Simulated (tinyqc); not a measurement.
Worked calculation: gas flow in a process chamber: flow regimes, conductance, effective pumping speed, pump-down, outgassing and purge. Computed by tinyqc, a small Python program that keeps every step. Command: `OMP_NUM_THREADS=1 python tinyqc.py 3121393 3121394 out.jsonl pump walk`. One thread of a shared host (Intel(R) Xeon(R) Processor @ 2.30GHz), about 0.06 s of CPU time with the checks. Intermediate numbers are printed to about 6 digits and carried at full precision; extremes and crossings named in words are read from the listed rows.

Ideal gas, isothermal flow, a pump of constant speed at the end of a round pipe; process gas, volume gas and outgassing are given the same properties. 1 sccm = 101325 Pa x 1e-6 m^3/60 s x T/273.15 K.

Inputs (values chosen for the exercise, modelled on oxygen near room temperature):
```
quantity                     value            unit
molar mass M                    32           g/mol
molecular diameter            0.36              nm
viscosity eta                 20.6   micropascal s
temperature T                  300               K
chamber volume V                37               L
wall area                      1.9             m^2
pipe diameter d                 25              cm
pipe length l                   15              cm
pump speed S                   660             L/s
process gas flow               7.3            sccm
outgassing rate after 1 h  1.6e-05  Pa m^3/(s m^2)
outgassing exponent n         0.94               -
starting pressure p0           920              Pa
target base pressure        0.0002              Pa
```

Constants: k_B = 1.380649e-23 J/K; u = 1.6605390666e-27 kg.

## Molecular flow

Mean speed c = sqrt(8 k_B T/(pi m)); aperture conductance C_a = c pi d^2/16; molecular pipe C_m = C_a/(1 + 3 l/(4 d)) (Dushman form); viscous pipe C_v = pi d^4 p_mean/(128 eta l); Knudsen interpolation C = C_v + C_m (1 + x)/(1 + 1.24 x), x = d p_mean sqrt(m/(k_B T))/eta. Effective speed 1/S_eff = 1/S + 1/C_m; time constant V/S_eff; pressure at which the free path k_B T/(sqrt2 pi d_m^2 p) equals d.

mean speed c = 445.526 m/s

C_a = 5467.42 L/s

C_m = 3770.64 L/s

S_eff in molecular flow = 561.685 L/s

time constant = 0.0658733 s

pressure where the free path equals d = 0.0287736 Pa

The pipe passes on 85 % of the pump speed.

## Process pressure

Steady flow: the pump inlet is at p_2 = Q/S, and the chamber pressure p_1 solves Q = C((p_1 + p_2)/2) (p_1 - p_2). Residence time = p_1 V/Q. Knudsen number = free path at the mean pressure over d.

throughput Q = 13.5397 Pa L/s

p_2 = 0.0205147 Pa

chamber pressure p_1 = 0.0238484 Pa

conductance C = 4061.46 L/s

residence time = 0.0651706 s

Knudsen number = 1.29719

The flow in the pipe is molecular.

## Purging a well-mixed chamber

With steady flow a contaminant decays as exp(-t/residence time); gas used = flow x time.

time to dilute 1e3 times = 0.450183 s

time to dilute 1e6 times = 0.900366 s

gas used for 1e6 = 0.109544 standard cm^3

## Pump-down curve

Pump-down: V dp/dt = -S_eff(p) p + q(t) A, with S_eff = S p_2/p, where p_2 solves C((p + p_2)/2) (p - p_2) = S p_2 at each moment, and q(t) = q_1 (1 h/(t + 10 s))^n; integrated adaptively. At long times p = q(t) A/S_eff. S_eff(p) is tabulated at 260 pressures and interpolated in ln p. Comparison columns: p0 exp(-t/time constant) with the molecular S_eff (0 below 1e-26 p0), and the outgassing limit.

Pressure against time:
```
t (s)        p (Pa)  S_eff (L/s)  volume gas only (Pa)  outgassing limit (Pa)
0.3     4.39466e+00      656.879           9.68109e+00            1.33119e-02
1       1.26039e-02      563.441           2.34914e-04            1.25140e-02
3       1.07239e-02      562.871           1.53162e-17            1.06954e-02
10      7.15239e-03      561.986                     0            7.13407e-03
30      3.72537e-03      561.521                     0            3.71851e-03
100     1.43804e-03      561.517                     0            1.43680e-03
300     5.42719e-04      561.603                     0            5.42532e-04
1000    1.78769e-04      561.655                     0            1.78749e-04
3600    5.39838e-05      561.675                     0            5.39820e-05
20000   1.07928e-05      561.683                     0            1.07928e-05
100000  2.37829e-06      561.684                     0            2.37829e-06
```

From t = 1 s on the pressure is within 20 % of the outgassing limit, which falls only as (t + 10 s)^-0.94: walls, not volume, set the time to base pressure.

## Time to base pressure

From the outgassing limit: t = 1 h x (q_1 A/(S_eff p_target))^(1/n) - 10 s; monolayer time at the target = 1e19 m^-2 x 4 k_B T/(p c) for unit sticking.

time to the target = 0.246176 h

monolayer time = 1.85935 s

Checks made by the program: throughput from C and the pressure drop (relative difference below 1e-10).
